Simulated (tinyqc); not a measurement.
# Undoped gate-all-around wire MOSFET, analytic charge model: what changes with what

An undoped round wire of radius R under an insulator shell and a surrounding gate; long channel, electrons only, n = ni exp((psi - V)/Vt) with V the quasi-Fermi potential (0 at the source, Vd at the drain), constant mobility, no quantisation. The radial Poisson equation gives n(r) = n(0)/(1 - (1 - b) r^2/R^2)^2 with b = Q0/(Q + Q0). Q is the electron charge per area of the wire surface.

Values chosen for this exercise; material values close to those of silicon: temperature T = 250 K; band gap Eg = 1.14 eV; relative permittivity of the semiconductor eps_r = 11.9; conduction-band density of states at T Nc = 2.12e19 cm^-3; valence-band density of states at T Nv = 2.02e19 cm^-3; relative permittivity of the gate insulator eox = 3.86; insulator thickness tox = 2 nm; wire radius R = 5 nm; gate work function less that of the intrinsic body dphi = -0.02 V; channel mobility mu = 500 cm^2/(V s); gate length L = 0.5 um; drain voltage Vd = 0.05 V.

Constants: q = 1.602176634e-19 C, kB = 1.380649e-23 J/K, Vt = kB T/q, eps0 = 8.8541878128e-14 F/cm where lengths are in cm. Results are converted to the units shown.

Each table varies one quantity; the others keep the values above.

## Effect of the wire radius

ni = sqrt(Nc Nv) exp(-Eg/(2 Vt)), Eg in volts; Cox = eps0 eox/(R ln(1 + tox/R)); Q0 = 4 eps0 eps_r Vt/R; V0 = dphi + Vt ln[8 eps0 eps_r Vt/(q ni R^2)]. Q solves Vg - V0 - V = Q/Cox + Vt ln(Q/Q0) + Vt ln(1 + Q/Q0). I = mu (2 pi R/L)[2 Vt (Qs - Qd) + (Qs^2 - Qd^2)/(2 Cox) + Vt Q0 ln((Qd + Q0)/(Qs + Q0))], with Qs at V = 0 and Qd at V = Vd.  I(low) is taken at Vg = 0.27 V, Qs and I(high) at Vg = 1.02 V.

Effect of the wire radius:
```
R (nm)	V0 (V)	I(low) (nA)	Qs(high) (nC/cm^2)	I(high) (uA)
1.7	0.5638	1.326e-4	1079	0.5444
2.3	0.5507	2.427e-4	1002	0.6847
3.3	0.5352	4.996e-4	932.6	0.9150
4.6	0.5209	9.707e-4	885.2	1.211
6.4	0.5067	0.001879	850.1	1.619
8.9	0.4924	0.003634	824.1	2.183
12	0.4796	0.006605	806.5	2.882
```

What does the comparison show?

As R goes from 1.7 to 12 nm, I(low) rises from 1.33e-4 to 0.00661 nA and I(high) rises from 0.544 to 2.88 uA. On average I(low) goes as R^(2.00) and I(high) goes as R^(0.85). Below threshold the charge is proportional to the cross-section of the body; above it the insulator sets the charge. In every row the surface density at the source at the higher gate voltage passes 0.3 Nc, where Boltzmann statistics fail. For R = 1.7 to 6.4 nm the body is thin enough for quantum confinement, left out here, to raise the threshold.

## Effect of the insulator thickness

Same model as above.

The same in every row: V0 (V) = 0.51729.

Result of one run:
```
tox (nm)	I(low) (nA)	Qs(high) (nC/cm^2)	I(high) (uA)
4.2	0.0011468	506.58	0.75518
```

What becomes of these results when the insulator thickness tox is changed from 4.2 to 1.4 nm, all else the same?

Result of the changed run:
```
tox (nm)	I(low) (nA)	Qs(high) (nC/cm^2)	I(high) (uA)
1.4	0.0011469	1161.9	1.7262
```

The whole series:
```
tox (nm)	I(low) (nA)	Qs(high) (nC/cm^2)	I(high) (uA)
0.67	0.0011469	2144.8	3.1766
0.96	0.0011469	1584.2	2.3500
1.4	0.0011469	1161.9	1.7262
2	0.0011469	875.33	1.3021
2.9	0.0011468	660.28	0.98332
4.2	0.0011468	506.58	0.75518
6	0.0011468	399.38	0.59586
```

As tox goes from 0.67 to 6 nm, I(low) stays near 0.00115 nA and I(high) falls from 3.18 to 0.596 uA. On average I(low) is independent of tox and I(high) goes as tox^(-0.76). Below threshold no voltage drops over the insulator in this long-channel model, so its thickness does not matter there. In every row the surface density at the source at the higher gate voltage passes 0.3 Nc, where Boltzmann statistics fail. In every row the body is thin enough for quantum confinement, left out here, to raise the threshold.

## Output curve

Same model as above.

I = mu (2 pi R/L)[2 Vt (Qs - Qd) + (Qs^2 - Qd^2)/(2 Cox) + Vt Q0 ln((Qd + Q0)/(Qs + Q0))], with Qs at V = 0 and Qd at V = Vd.

In this table Vg = 0.82 V.

Result of one run:
```
Vd (V)	Qd (nC/cm^2)	Qd/Qs	I (uA)
0.32	32.68	0.06395	2.515
```

What becomes of these results when the drain voltage Vd is changed from 0.32 to 0.27 V, all else the same?

Result of the changed run:
```
Vd (V)	Qd (nC/cm^2)	Qd/Qs	I (uA)
0.27	83.73	0.1638	2.426
```

The whole series:
```
Vd (V)	Qd (nC/cm^2)	Qd/Qs	I (uA)
0.06	406.4	0.7952	0.8642
0.11	321.8	0.6297	1.436
0.16	240.7	0.4709	1.877
0.22	150.0	0.2935	2.244
0.27	83.73	0.1638	2.426
0.32	32.68	0.06395	2.515
0.38	4.431	0.008671	2.544
0.43	0.4865	9.518e-4	2.547
0.48	0.04836	9.462e-5	2.547
```

The current rises from 0.864 to 2.55 uA, while the charge at the drain end falls from 0.80 to 9.5e-5 of that at the source. The current first comes within 1 % of its last value at Vd = 0.38 V among the rows. Over the last rows Qd falls by a factor of e for each Vt of drain voltage: the drain end is in weak inversion. In every row the surface density at the source passes 0.3 Nc, where Boltzmann statistics fail. For Vd = 0.32 to 0.48 V mu V/L, with V the smaller of Vd and Vg - V0, passes 3e6 cm/s, so velocity saturation would lower the current. In every row the body is thin enough for quantum confinement, left out here, to raise the threshold.

tinyqc, about 0.02 s, one thread, Intel Xeon 2.30GHz (shared host): `OMP_NUM_THREADS=1 python tinyqc.py 2460083 2460084 out.jsonl`
